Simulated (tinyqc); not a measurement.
From results back to parameters: Shockley state of an s-p chain by decimation. Four cases, with inputs chosen for the exercise.

Problem. For the s-p chain the s level is -d/2 - 2 ts cos k and the p level d/2 + 2 tp cos k at k = 0 and pi, and at k = pi/2 the bands lie sqrt(d^2 + 16 u^2) apart. The values below come from hidden parameters.

Find: d, ts, tp, |u|; order at k = pi.

Method. Means give -d/2 and d/2, widths 4 ts and 4 tp; u follows from the splitting. The order is inverted where s lies above p at pi.

Case 1.

s level (eV): k = 0 -3.310, k = pi 1.370
p level (eV): k = 0 3.170, k = pi -1.230
splitting at pi/2 = 4.16005 eV

Solution.

d, ts, tp, |u| (eV): 1.94  1.17  1.10  0.92

order at k = pi: inverted

Case 2.

s level (eV): k = 0 -4.415, k = pi 0.225
p level (eV): k = 0 5.675, k = pi -1.485
splitting at pi/2 = 4.67787 eV

Solution.

d, ts, tp, |u| (eV): 4.19  1.16  1.79  0.52

order at k = pi: inverted

Case 3.

s level (eV): k = 0 -1.720, k = pi 0.960
p level (eV): k = 0 2.060, k = pi -1.300
splitting at pi/2 = 3.91449 eV

Solution.

d, ts, tp, |u| (eV): 0.76  0.67  0.84  0.96

order at k = pi: inverted

Case 4.

s level (eV): k = 0 -4.310, k = pi 1.330
p level (eV): k = 0 4.910, k = pi -1.930
splitting at pi/2 = 4.11655 eV

Solution.

d, ts, tp, |u| (eV): 2.98  1.41  1.71  0.71

order at k = pi: inverted

Computed by tinyqc, one run a case: `OMP_NUM_THREADS=1 python tinyqc.py N N+1 out.jsonl` with N = 1451570, 1451626, 1451807, 1451886; one thread of a shared Intel(R) Xeon(R) Processor @ 2.30GHz, about 0.4 s a run at most.
